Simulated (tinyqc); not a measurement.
MOS capacitor on an n-type substrate, surface potential from the exact charge relation: Capacitance-voltage curves.

Uniform n-type substrate, Boltzmann statistics, full ionisation, classical densities. psi is the surface potential against the body (positive when the bands bend down) and u = -psi/Vt. Traps are spread evenly over the gap and neutral at flat band, so their charge is -q Dit psi; the minority quasi-Fermi level is shifted by Vb.

ni = sqrt(Nc Nv) exp(-Eg/(2 Vt)), Eg in volts; phiF = Vt ln(N/ni); Cox = eps0 eox/tox; Vfb = phiM - chi - Vt ln(Nc/N) - q Nf/Cox; Q0 = sqrt(2 eps0 eps_r q N Vt); r = (ni/N)^2 exp(-Vb/Vt); VT = Vfb - [(2 phiF + Vb)(1 + q Dit/Cox) + sqrt(2 eps0 eps_r q N (2 phiF + Vb))/Cox]. u = -psi/Vt; F^2 = exp(-u) + u - 1 + r (exp(u) - u - 1); Qs = +sign(u) Q0 F; Cs = -dQs/dpsi = (Q0/Vt) |1 - exp(-u) + r (exp(u) - 1)|/(2 F). psi solves Vg = Vfb + psi + (q Dit psi - Qs)/Cox. Low frequency: 1/C_LF = 1/Cox + 1/(Cs + q Dit). High frequency, in the simple estimate in which traps and minority carriers do not follow: 1/C_HF = 1/Cox + 1/Cd, Cd being Cs with r = 0 at the same psi. Deep depletion: r = 0 and Dit = 0 both in the equation for psi and in Cs. Minority sheet density N_inv = (Q0/(2 q)) int_0^u r (exp(t) - 1)/F(t) dt for u > 0. N_inv under 1 cm^-2 is printed as 0. Regimes: accumulation when majority carriers gather, then depletion up to |psi| = phiF + Vb, weak inversion up to 2 phiF + Vb, strong inversion beyond.

Parameters, values chosen for the exercise; band and dielectric values close to those of silicon: temperature T = 400 K; band gap Eg = 1.14 eV; relative permittivity eps_r = 11.8; conduction-band density of states at T Nc = 4.31e19 cm^-3; valence-band density of states at T Nv = 4.11e19 cm^-3; electron affinity chi = 4.03 eV; donor density of the substrate N = 4.8e15 cm^-3; relative permittivity of the gate insulator (close to aluminium oxide) eox = 9.2; insulator thickness tox = 13 nm; gate work function phiM = 4.53 eV; fixed charge at the interface, in units of q Nf = 0 cm^-2; density of interface traps Dit = 0 cm^-2 eV^-1; reverse bias of the inversion layer against the body Vb = 0 V.

Constants: q = 1.602176634e-19 C, kB = 1.380649e-23 J/K, Vt = kB T/q, eps0 = 8.8541878128e-14 F/cm where lengths are in cm. Results are converted to the units shown.

Results:
```
Vg (V)  psi (V)  C_LF/Cox  C_HF/Cox  C_deep/Cox  N_inv (cm^-2)            regime
1.1      0.2748    0.9029    0.9029      0.9029              0      accumulation
0.8      0.2383    0.8458    0.8458      0.8458              0      accumulation
0.2     0.01095    0.2136    0.2136      0.2136              0      accumulation
-0.09   -0.2468   0.06489   0.06487     0.06487        4.438e6         depletion
-0.39   -0.5289   0.09881   0.04351     0.04342        9.537e9  strong inversion
-0.69   -0.6978    0.7040   0.03779     0.03484       5.034e11  strong inversion
-0.99   -0.7589    0.8562   0.03622     0.02992       1.436e12  strong inversion
-1.29   -0.7932    0.9078   0.03542     0.02663       2.474e12  strong inversion
-1.58   -0.8161    0.9321   0.03492     0.02430       3.519e12  strong inversion
```

Estimate the missing row, Vg = 0.5 V.

Computed row:
```
Vg (V)  psi (V)  C_LF/Cox  C_HF/Cox  C_deep/Cox  N_inv (cm^-2)        regime
0.5      0.1722    0.6800    0.6800      0.6800              0  accumulation
```

With this row back in the table: C_LF/Cox is lowest, 0.0649, at Vg = -0.09 V (depletion) among the rows listed and is 0.932 in the last row, where C_HF/Cox is 0.0349 and the deep-depletion value 0.0243. Vfb = 0.186 V, where C_HF/Cox = 0.196 (Cox in series with eps0 eps_r/LD), and VT = -0.374 V. Over the last two rows psi moves by only 0.079 V a volt of gate bias, since the inversion charge screens the body. In strong accumulation and inversion degeneracy and confinement, left out here, lower the capacitance.

Program tinyqc, `OMP_NUM_THREADS=1 python tinyqc.py 2060152 2060153 out.jsonl`; Intel Xeon 2.30GHz, shared host, one thread, about 0.01 s.
